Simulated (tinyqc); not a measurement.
From results back to parameters: band gaps under pressure and temperature from deformation potentials. Three cases, with inputs chosen for the exercise.

Problem. A gap falls from its value at 0 K by aV T^2/(T + bV). The falls at two temperatures are given.

Case 1.

Values chosen (out of a larger set: near those of GaP, the X and L potentials typical of such crystals; not measured data): T12 = (150, 400) K (two temperatures).

falls at the two temperatures (meV): 23.074818  112.681704

Case 2.

Values chosen (out of a larger set: near those of GaAs, the X and L potentials typical of such crystals; not measured data): T12 = (77, 300) K (two temperatures).

falls at the two temperatures (meV): 10.627066  91.054688

Case 3.

Values chosen (out of a larger set: near those of InAs, the X and L potentials typical of such crystals; not measured data): T12 = (77, 400) K (two temperatures).

falls at the two temperatures (meV): 9.352292  86.354379

Find: T^2/fall; aV; bV.

Solution. T^2/fall = (T + bV)/aV is a straight line in T with slope 1/aV and intercept bV/aV.

Case 1.

T^2/fall (K^2/meV): 975.1  1419.9

aV = 0.562 meV/K
bV = 398 K

Case 2.

T^2/fall (K^2/meV): 557.9  988.4

aV = 0.518 meV/K
bV = 212 K

Case 3.

T^2/fall (K^2/meV): 634.0  1852.8

aV = 0.265 meV/K
bV = 91 K

Computed by tinyqc, one run a case: `OMP_NUM_THREADS=1 python tinyqc.py N N+1 out.jsonl` with N = 1051179, 1051183, 1051197; one thread of a shared Intel(R) Xeon(R) Processor @ 2.30GHz, about 0.01 s a run at most.
